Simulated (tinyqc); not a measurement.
# Polycrystalline film, grain-boundary barriers (Seto model): effect of the grain size

One-dimensional grains of size Lg with donors N; each boundary has Qt acceptor-like traps per area at one level Et below the band edge. Trapped electrons qt deplete a width w = qt/N (both sides together) and raise a barrier Vb = q N w^2/(8 eps0 eps_r). Current crosses the barriers by thermionic emission at small bias. Abrupt depletion, full ionisation, Boltzmann statistics.

Partly depleted grains: the density at the grain centre is n0 = N and qt = Qt/(1 + 2 (Nc/N) exp((Vb - Et)/Vt)). If that gives qt >= N Lg, the grains are fully depleted: qt = N Lg, w = Lg and n0 = 2 Nc exp((Vb - Et)/Vt)/(Qt/(N Lg) - 1). Resistivity: barriers rb = Vt exp(Vb/Vt)/(q n0 vc Lg), grain interior rg = (1 - w/Lg)/(q mg N); effective mobility 1/(q N (rb + rg)).

Parameters, values chosen for the exercise; values close to those of polycrystalline silicon:
```
symbol    value        unit                                     meaning
T           350           K                                 temperature
eps_r      11.7              relative permittivity of the semiconductor
Qt       3.8e12       cm^-2                  trap density at a boundary
N        4.1e16       cm^-3                               donor density
mg          140  cm^2/(V s)                     mobility inside a grain
vc        9.6e6        cm/s          collection velocity at the barrier
Nc      3.53e19       cm^-3      conduction-band density of states at T
Et         0.38          eV              trap level below the band edge
```

Constants: q = 1.602176634e-19 C, kB = 1.380649e-23 J/K, Vt = kB T/q, eps0 = 8.8541878128e-14 F/cm where lengths are in cm. Results are converted to the units shown.

Effect of the grain size:
```
Lg (nm),w/Lg,Vb (V),n0 (cm^-3),resistivity (ohm cm)
40,1.000,0.01268,1.636e13,456.2
65,1.000,0.03349,5.454e13,167.9
110,1.000,0.09591,7.715e14,55.56
170,0.9404,0.2026,4.100e16,23.29
280,0.5709,0.2026,4.100e16,14.57
450,0.3552,0.2026,4.100e16,9.476
740,0.2160,0.2026,4.100e16,6.188
1200,0.1332,0.2026,4.100e16,4.233
```

As Lg goes from 40 to 1200 nm, the barrier rises from 0.0127 to 0.203 V and the resistivity falls from 456 to 4.23 ohm cm. The grains are fully depleted in 3 of the 8 rows. For Lg = 40 to 65 nm the barrier is under 2 Vt, where the depletion and emission pictures are rough.

tinyqc, about 0.01 s, one thread, Intel Xeon 2.30GHz (shared host): `OMP_NUM_THREADS=1 python tinyqc.py 2610028 2610029 out.jsonl`
